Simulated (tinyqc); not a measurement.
Equation-of-state fits to an energy-volume table made by a known binding curve: one step, computed by the program tinyqc.

With x = (V/V_0)^(1/3), the energy per atom is E = -D [1 + eta (x - 1)] exp(-eta (x - 1)), so that B0 = D eta^2/(9 V_0) and B' = 1 + 2 eta/3. B' = dB/dP at P = 0.

Problem. Exact values of the curve. B0 and B' from the formulas above; P = -dE/dV at V = c V_0 (c the compression chosen), from the curve itself.

Inputs (values chosen for the exercise, for a model crystal): cohesive energy D = 7.48 eV/atom; true volume V_0 = 33.8 angstrom^3/atom; stiffness eta = 7.75; compression V/V_0 for the pressure test = 0.9.

Binding curve: universal binding. Noise: added.

Constants: 1 eV/angstrom^3 = 160.2176634 GPa.

Give: exact B0; exact B'; exact pressure at c V_0.

Solution.

exact B0 = 236.62 GPa

exact B' = 6.1667

exact pressure at c V_0 = 34.339 GPa
